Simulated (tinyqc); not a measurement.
Plane-wave Kohn-Sham cycle with exchange-only LDA in a layered model solid, step by step. One step of it, computed by the program tinyqc.

Problem. Iteration 1: potential. V_H(G) = 4 pi rho(G)/G^2 for G != 0 (uniform background); v_x = -(3 rho/pi)^(1/3); V = V_ext + V_H + v_x; Fourier components f(G_m) = (1/N) sum_j f(x_j) exp(-i G_m x_j).

A solid whose potential varies along x alone (atomic units):
```
parameter                      value
period a                   14.500000
cross-section of the cell  33.000000
electrons per cell                 2
grid points                       16
plane waves -n..n, n               3
k points                           4
V1 in V1 cos(2 pi x/a)     -0.460000
```

density at the start, on the grid x_j = j a/N (e/bohr^3): [0.00417973, 0.00417973, 0.00417973, 0.00417973, 0.00417973, 0.00417973, 0.00417973, 0.00417973, 0.00417973, 0.00417973, 0.00417973, 0.00417973, 0.00417973, 0.00417973, 0.00417973, 0.00417973]

Give: Potentials on the grid; V(G_m), m = 0, 1, 2, ....

Solution.

Potentials on the grid (hartree):
```
x          V_ext     V_H      v_x        V
0.0000   -0.4600  0.0000  -0.1586  -0.6186
0.9062   -0.4250  0.0000  -0.1586  -0.5836
1.8125   -0.3253  0.0000  -0.1586  -0.4839
2.7188   -0.1760  0.0000  -0.1586  -0.3347
3.6250         0  0.0000  -0.1586  -0.1586
4.5312    0.1760  0.0000  -0.1586   0.0174
5.4375    0.3253  0.0000  -0.1586   0.1666
6.3438    0.4250  0.0000  -0.1586   0.2664
7.2500    0.4600  0.0000  -0.1586   0.3014
8.1562    0.4250  0.0000  -0.1586   0.2664
9.0625    0.3253  0.0000  -0.1586   0.1666
9.9688    0.1760  0.0000  -0.1586   0.0174
10.8750        0  0.0000  -0.1586  -0.1586
11.7812  -0.1760  0.0000  -0.1586  -0.3347
12.6875  -0.3253  0.0000  -0.1586  -0.4839
13.5938  -0.4250  0.0000  -0.1586  -0.5836
```

V(G_m), m = 0, 1, 2, ... (hartree): [-0.1586, -0.2300, 0.0000, 0.0000, 0.0000, 0.0000, 0.0000]
